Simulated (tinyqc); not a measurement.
Double-gate transistor, scale length and short-channel effects: one step of the calculation.

A body of thickness ts between two insulators of thickness ti and two tied gates. Below threshold the potential that source and drain add obeys Laplace's equation and vanishes on the gate. Its lowest mode decays along the channel as exp(-k y); k is the smallest positive root of the matching condition at the interface, and the scale length is Lambda = pi/k.

Task. Threshold shift, barrier position and swing. Along the channel psi(y) = s + a exp(y/l) + b exp(-y/l) with psi(0) = Vbi, psi(L) = Vbi + Vds and l = 1/k = Lambda/pi; with A = Vbi - s, B = A + Vds, x = exp(-L/l): a = (B - A x) x/(1 - x^2), b = (A - B x)/(1 - x^2). The minimum is s + 2 sqrt(a b), at y = (l/2) ln(b/a). The long-channel potential follows the gate as s = sT + (Vg - VTL)/m, and the threshold VT is the gate voltage at which the minimum equals sT. Swing = m Vt ln 10/g at threshold, g = d(minimum)/ds = 1 - (b x + a)/((1 + x) sqrt(a b)).

Parameters, values chosen for the exercise; permittivities: semiconductor made up, insulator close to that of silicon dioxide:
- T = 300 K (temperature)
- L = 23 nm (channel length)
- Vbi = 0.95 V (potential of the source)
- sT = 0.4 V (potential of the barrier top at threshold)
- VTL = 0.36 V (long-channel threshold)
- m = 1 (long-channel body factor)
- Vds = 0.8 V (drain voltage)

Constants: q = 1.602176634e-19 C, kB = 1.380649e-23 J/K, Vt = kB T/q. Results are converted to the units shown.

l = 2.9078218 nm

Give: s at threshold; a; b; position of the minimum; VT; swing.

Result.

s at threshold = 0.3655 V
a = 5.082e-4 V
b = 0.5839 V
position of the minimum = 10.25 nm
VT = 0.3255 V
swing = 62.13 mV/decade

The threshold lies 34.5 mV below the long-channel value, and the barrier top sits at 0.45 L from the source.

Numbers from tinyqc (`OMP_NUM_THREADS=1 python tinyqc.py 2420006 2420007 out.jsonl`; about 0.01 s on one thread of a shared Intel Xeon 2.30GHz).
